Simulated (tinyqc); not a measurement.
A finite superlattice with mass mismatch, transfer matrices: two steps of the calculation.

One electron of energy E comes from the left lead (band edge 0); no transverse momentum. Parabolic bands, masses in units of m0, C = hbar^2/(2 m0); psi and psi'/m are continuous at every interface. N periods of a barrier d1 followed by a well Lw; the right lead equals the left one.

Inputs (values chosen for the exercise); masses and offsets close to those of InGaAs wells and InAlAs barriers: mass in the left lead mL = 0.041 m0; barrier height U1 = 0.52 eV; barrier mass m1 = 0.076 m0; barrier width d1 = 0.9 nm; well width (edge 0, mass mL) Lw = 7.7 nm; electron energy E = 0.321 eV.

Constants: q = 1.602176634e-19 C, hbar = 1.054571817e-34 J s, m0 = 9.1093837015e-31 kg, hbar^2/(2 m0) = 0.0380998212 eV nm^2. Results are converted to the units shown.

Task 1. Matrices of the layers. For the pair (psi, psi'/m) a flat layer has M = [[cos kd, (m/k) sin kd], [-(k/m) sin kd, cos kd]] with k = sqrt(m (E - U)/C) above its edge U, and M = [[cosh Kd, (m/K) sinh Kd], [(K/m) sinh Kd, cosh Kd]] with K = sqrt(m (U - E)/C) below it. M12 is in nm, M21 in 1/nm.

Find: M of layer 1; M of layer 2.

Result 1.

M of layer 1:
```
,1,2
1,1.1651,0.072125
2,4.9568,1.1651
```

M of layer 2:
```
,1,2
1,-0.18573,-0.068545
2,14.086,-0.18573
```

Task 2. Product of the matrices. The matrix of the later layer stands to the left: M = M_n ... M_2 M_1; det M = 1.

M of layer 1:
```
,1,2
1,1.1651218,0.072124886
2,4.9568033,1.1651218
```

M of layer 2:
```
,1,2
1,-0.18572992,-0.068545352
2,14.085629,-0.18572992
```

Find: M of one period.

Result 2.

M of one period:
```
,1,2
1,-0.55616,-0.093259
2,15.491,0.79953
```

Range of the model: Masses are held fixed, although real bands cease to be parabolic a few tenths of an eV from their edges (inside a barrier too).

tinyqc, about 0.01 s, one thread, Intel Xeon 2.30GHz (shared host): `OMP_NUM_THREADS=1 python tinyqc.py 2560133 2560134 out.jsonl`
